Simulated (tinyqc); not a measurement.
Carrier statistics of a doped semiconductor with parabolic bands: one step. The neutral state. Five cases, with inputs chosen for the exercise.

Question. Solve the neutrality condition for EF to convergence.

Energies are counted from Ev, so Ec = Eg. n = Nc F_1/2((EF - Eg)/kT), p = Nv F_1/2(-EF/kT), ND+ = ND/(1 + 2 exp((EF - Eg + ED)/kT)), NA- = NA/(1 + 4 exp((EA - EF)/kT)); neutrality asks p + ND+ = n + NA-. F_j(eta) = (1/Gamma(j + 1)) integral_0^infinity x^j dx/(1 + exp(x - eta)), which tends to exp(eta) for eta << 0.

Give: EF; n; p; ND+; NA-.

Case 1.

Values chosen (near those of Ge; the results hold for these values, not for the real material):
- ND = 1.7e+16 1/cm^3 (donors)
- NA = 1.1e+16 1/cm^3 (acceptors)
- ED = 0.0119 eV (donor level below Ec)
- EA = 0.011 eV (acceptor level above Ev)

Eg = 0.6223071 eV
kT = 0.03446933 eV
Nc = 1.576211e+19 1/cm^3
Nv = 7.771046e+18 1/cm^3

Answer.

EF = 0.3524 eV
n = 6.27e+15 1/cm^3
p = 2.82e+14 1/cm^3
ND+ = 1.70e+16 1/cm^3
NA- = 1.10e+16 1/cm^3

The material is n-type; 99.9 % of the donors are ionised. EF lies 7.83 kT inside the gap from the conduction edge, so Boltzmann statistics would serve; n p/(Nc Nv exp(-Eg/kT)) = 1.000.

Case 2.

Values chosen (near those of InAs; the results hold for these values, not for the real material):
- ND = 1.1e+14 1/cm^3 (donors)
- NA = 7.6e+13 1/cm^3 (acceptors)
- ED = 0.00197 eV (donor level below Ec)
- EA = 0.0145 eV (acceptor level above Ev)

Eg = 0.3324431 eV
kT = 0.03446933 eV
Nc = 1.752290e+17 1/cm^3
Nv = 9.714039e+18 1/cm^3

Answer.

EF = 0.2358 eV
n = 1.04e+16 1/cm^3
p = 1.04e+16 1/cm^3
ND+ = 9.75e+13 1/cm^3
NA- = 7.55e+13 1/cm^3

The material is nearly intrinsic; 88.6 % of the donors are ionised. EF lies 2.80 kT inside the gap from the conduction edge, so the Fermi integral is needed; n p/(Nc Nv exp(-Eg/kT)) = 0.979.

Case 3.

Values chosen (near those of GaN; the results hold for these values, not for the real material):
- ND = 5.2e+12 1/cm^3 (donors)
- NA = 8e+16 1/cm^3 (acceptors)
- ED = 0.0225 eV (donor level below Ec)
- EA = 0.176 eV (acceptor level above Ev)

Eg = 3.4603502 eV
kT = 0.02154333 eV
Nc = 1.681891e+18 1/cm^3
Nv = 3.344488e+19 1/cm^3

Answer.

EF = 0.1698 eV
n = 7.78e-49 1/cm^3
p = 1.26e+16 1/cm^3
ND+ = 5.20e+12 1/cm^3
NA- = 1.26e+16 1/cm^3

The material is p-type; 15.8 % of the acceptors are ionised. EF lies 7.88 kT inside the gap from the valence edge, so Boltzmann statistics would serve; n p/(Nc Nv exp(-Eg/kT)) = 1.000.

Case 4.

Values chosen (near those of GaAs; the results hold for these values, not for the real material):
- ND = 6.6e+12 1/cm^3 (donors)
- NA = 4.9e+14 1/cm^3 (acceptors)
- ED = 0.00596 eV (donor level below Ec)
- EA = 0.026 eV (acceptor level above Ev)

Eg = 1.4959304 eV
kT = 0.01292600 eV
Nc = 1.473664e+17 1/cm^3
Nv = 3.224321e+18 1/cm^3

Answer.

EF = 0.1139 eV
n = 5.41e-30 1/cm^3
p = 4.81e+14 1/cm^3
ND+ = 6.60e+12 1/cm^3
NA- = 4.88e+14 1/cm^3

The material is p-type; 99.6 % of the acceptors are ionised. EF lies 8.81 kT inside the gap from the valence edge, so Boltzmann statistics would serve; n p/(Nc Nv exp(-Eg/kT)) = 1.000.

Case 5.

Values chosen (near those of Si; the results hold for these values, not for the real material):
- ND = 4.8e+12 1/cm^3 (donors)
- NA = 1.7e+14 1/cm^3 (acceptors)
- ED = 0.0452 eV (donor level below Ec)
- EA = 0.0446 eV (acceptor level above Ev)

Eg = 1.1398035 eV
kT = 0.02154333 eV
Nc = 2.100633e+19 1/cm^3
Nv = 8.686766e+18 1/cm^3

Answer.

EF = 0.2342 eV
n = 11.6 1/cm^3
p = 1.65e+14 1/cm^3
ND+ = 4.80e+12 1/cm^3
NA- = 1.70e+14 1/cm^3

The material is p-type; 99.9 % of the acceptors are ionised. EF lies 10.87 kT inside the gap from the valence edge, so Boltzmann statistics would serve; n p/(Nc Nv exp(-Eg/kT)) = 1.000.

Computed by tinyqc, one run a case: `OMP_NUM_THREADS=1 python tinyqc.py N N+1 out.jsonl` with N = 1652217, 1652266, 1652268, 1652338, 1652385; one thread of a shared Intel(R) Xeon(R) Processor @ 2.30GHz, about 0.01 s a run at most.
